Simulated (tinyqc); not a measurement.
Sputter depth profiling of a dopant layer: erosion rate, quantification and the mixing-roughness response: one step, computed by the program tinyqc.

A rastered ion beam erodes silicon (49.94 atoms per nm^3). The measured profile is the true one convolved with a depth response.

Question. Moments. Convolution adds means and variances: the response has mean 0 (shift -w plus exponential mean w) and variance w^2 + sigma^2; a box adds the mean b/2 and the variance b^2/12.

Inputs (values chosen for the exercise, modelled on a dopant in silicon under an oxygen or caesium beam): roughness sigma = 0.62 nm; depth of the top edge z0 = 51 nm; box width b = 2.4 nm.

True profile: box.

mixing length w = 2.129789 nm

depth of the maximum = 51.16754 nm

Give: centroid; standard deviation; maximum minus centroid.

Answer.

centroid = 52.2 nm

standard deviation = 2.324 nm

maximum minus centroid = -1.032 nm

The centroid stays at the true position while the maximum lies nearer the surface, so depth is read from the centroid.
